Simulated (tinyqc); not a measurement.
Energies of the polytypes: polytypes and stacking faults of a tetrahedral semiconductor in an axial Ising model with couplings up to third neighbours. Computed by tinyqc, a small Python program. Command: `OMP_NUM_THREADS=1 python tinyqc.py 3023320 3023321 out.jsonl polytype walk`. One thread of a shared host (Intel(R) Xeon(R) Processor @ 2.30GHz), about 0.01 s of CPU time with the checks.

Each double layer has s = +1 or -1 for the sense of its stacking step; E per pair of atoms = E0 - sum_n J_n <s_i s_(i+n)>, n = 1, 2, 3. Hexagonality h = (1 - <s_i s_(i+1)>)/2.

Inputs (values chosen for the exercise, of the order of those of GaN for J, a, G and the gaps):

| quantity | value | unit |
|---|---|---|
| J1 | -5.2 | meV/pair |
| J2 | -0.411 | meV/pair |
| J3 | 0.083 | meV/pair |
| gap of 3C | 3.3 | eV |
| gap of 4H | 3.4 | eV |

Method. E - E(3C) = sum_n J_n (1 - C_n), C_n = <s_i s_(i+n)>. The gap is taken linear in h between 3C (h = 0) and 4H (h = 1/2), a rough rule, with a dash beyond.

correlations of the repeat units 3C (+), 2H (+-), 4H (++--), 6H (+++---), 15R (+++--), 8H (++++----), 21R (++++---), 9R (++-):
```
        n = 1     n = 2     n = 3
3C    1.00000   1.00000   1.00000
2H   -1.00000   1.00000  -1.00000
4H    0.00000  -1.00000   0.00000
6H    0.33333  -0.33333  -1.00000
15R   0.20000  -0.60000  -0.60000
8H    0.50000   0.00000  -0.50000
21R   0.42857  -0.14286  -0.71429
9R   -0.33333  -0.33333   1.00000
```

Polytypes:

| polytype | h | E - E(3C) (meV/pair) | gap by the linear rule (eV) |
|---|---|---|---|
| 3C | 0.0000 | 0.000 | 3.3000 |
| 2H | 1.0000 | -10.234 | - |
| 4H | 0.5000 | -5.939 | 3.4000 |
| 6H | 0.3333 | -3.849 | 3.3667 |
| 15R | 0.4000 | -4.685 | 3.3800 |
| 8H | 0.2500 | -2.886 | 3.3500 |
| 21R | 0.2857 | -3.299 | 3.3571 |
| 9R | 0.6667 | -7.481 | - |

E(2H) - E(3C) = -10.234 meV/pair

E(4H) - E(3C) = -5.939 meV/pair

E(6H) - E(3C) = -3.8487 meV/pair

What follows from these numbers?

The lowest is 2H, 2.753 meV/pair below 9R. J1/|J2| = -12.65: for J3 = 0 and J2 < 0 the ground state is 2H below -2, 4H between -2 and 2, and 3C above 2; at 2 itself all periods with bands of two or more layers are degenerate.

Extremes, crossings and ranges named in words are read from the listed rows.
